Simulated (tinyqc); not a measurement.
Hubbard chain of 3 sites, step by step. Computed by tinyqc, a small Python program that keeps every step. Settings: hopping = 1.79, U = 10.4, mixing = 0.2, iteration cap = 88. Command: `OMP_NUM_THREADS=1 python tinyqc.py 21001 21002 out.jsonl` (the two numbers bound the seeds that draw the settings). One thread of a shared host (Intel(R) Xeon(R) Processor @ 2.60GHz), about 0.3 s of CPU time with the checks. Later iterations appear only in the table of the cycle.

## Mean-field iteration 1

one-body matrix (hopping and site energies) (eV), lower triangle:
```
          1         2        3
1   0.38000
2  -1.79000   0.27000
3   0.00000  -1.79000  0.25000
```

U = 10.40000 eV

electrons, up and down: 2  1

mixing = 0.20000

n(up) at the start (a guess, not normalised): 1 0.96700, 2 0.36700, 3 0.96700

n(down) at the start (a guess): 1 0.03300, 2 0.63300, 3 0.03300

H(up) = T + U n(down), H(down) = T + U n(up); fill the lowest levels; n(new) = n + mixing (n(out) - n); E = tr T (rho up + rho down) + U sum n_up n_down of the output.

levels, up (eV): -0.24877  0.66227  7.75611

levels, down (eV): 3.19395  10.36768  11.26877

energy = -0.16073 eV

n(up) after iteration 1: 1 0.96211, 2 0.31617, 3 0.96252

n(down) after iteration 1: 1 0.03726, 2 0.68427, 3 0.03766

## Mean-field iteration 2

As before.

levels, up (eV): -0.15027  0.70874  8.23721

levels, down (eV): 2.71577  10.31891  11.16964

energy = -0.21132 eV

n(up) after iteration 2: 1 0.95937, 2 0.27324, 3 0.96004

n(down) after iteration 2: 1 0.03962, 2 0.72747, 3 0.04027

## Mean-field iteration 3

As before.

levels, up (eV): -0.08346  0.73459  8.64541

levels, down (eV): 2.30927  10.29167  11.10252

energy = -0.24495 eV

n(up) after iteration 3: 1 0.95807, 2 0.23715, 3 0.95889

n(down) after iteration 3: 1 0.04068, 2 0.76372, 3 0.04149

## Convergence

Each step fills the lowest levels of T + U n(other spin) and sets n(new) = n + mixing (n(out) - n); stop when output and input agree to 1e-8.

Course of the cycle:
```
iteration      E (eV)  largest |n(out) - n(in)|  mean |n_up - n_down|
1          -0.1607347                  2.56e-01               0.85099
2          -0.2113192                  2.16e-01               0.86586
3          -0.2449461                  1.81e-01               0.87725
4          -0.2673052                  1.51e-01               0.88606
5          -0.2822111                  1.26e-01               0.89294
6          -0.2921852                  1.05e-01               0.89836
7          -0.2988864                  8.72e-02               0.90266
8          -0.3034066                  7.24e-02               0.90610
9          -0.3064670                  6.00e-02               0.90886
10         -0.3085459                  4.97e-02               0.91110
11         -0.3099623                  4.11e-02               0.91292
...               ...                       ...                   ...
78         -0.3130496                  1.46e-07               0.92138
79         -0.3130496                  1.21e-07               0.92138
80         -0.3130496                  1.01e-07               0.92138
81         -0.3130496                  8.38e-08               0.92138
82         -0.3130496                  6.97e-08               0.92138
83         -0.3130496                  5.79e-08               0.92138
84         -0.3130496                  4.82e-08               0.92138
85         -0.3130496                  4.01e-08               0.92138
86         -0.3130496                  3.33e-08               0.92138
87         -0.3130496                  2.77e-08               0.92138
88         -0.3130496                  2.30e-08               0.92138
```

Not converged within 88 iterations: the residual falls steadily but slowly, by a factor of about 0.83 a step. The lowest mean-field energy found from random starts is -0.31305 eV. Reruns (cap 100 unless said): mixing 0.5: converged in 32 (E = -0.31305); mixing 0.9: converged in 14 (E = -0.31305); the original settings with a cap of 400: converged in 93 (E = -0.31305).

## The many-body Hamiltonian

Basis: all placements (u, d, 2, 0 on each site), up operators ordered before down ones; hops carry the sign of the same-spin electrons passed.

H (eV), lower triangle:
```
          2u0       u20       uud       20u       udu       u02       duu       02u
2u0  11.43000
u20  -1.79000  11.32000
uud   0.00000  -1.79000   0.90000
20u  -1.79000   0.00000   0.00000  11.41000
udu   0.00000  -1.79000   0.00000  -1.79000   0.90000
u02   0.00000   0.00000  -1.79000   0.00000  -1.79000  11.28000
duu   0.00000   0.00000   0.00000  -1.79000   0.00000   0.00000   0.90000
02u   0.00000   0.00000   0.00000   0.00000  -1.79000   0.00000  -1.79000  11.19000
0u2   0.00000   0.00000   0.00000   0.00000   0.00000  -1.79000   0.00000  -1.79000

          0u2
0u2  11.17000
```

## Exact diagonalisation (9 states)

Lowest levels of the sector, and the double occupancy of the lowest state.

lowest levels (eV): -0.76664  0.31653  0.90000  8.75727  9.64984  11.29322

double occupancy per site = 0.04369

## The lowest level by Lanczos steps

From a random start vector (not printed): a_j = <q_j|H|q_j>, b_j = norm of the remainder after orthogonalising; the Ritz value is the lowest eigenvalue of the tridiagonal matrix of a and b so far.

Lanczos:
```
j  a_j (eV)  b_j (eV)  lowest Ritz value (eV)
1   4.64202   5.83567               4.6420224
2   5.87235   1.70927              -0.6108175
3  10.41577   2.70510              -0.7295960
4   6.20752   6.12670              -0.7419927
5   8.46161   1.35721              -0.7642325
6   8.36990   3.08463              -0.7656517
7   2.56376   2.67071              -0.7663581
8  10.39677   0.82438              -0.7666427
9  13.57030         0              -0.7666444
```
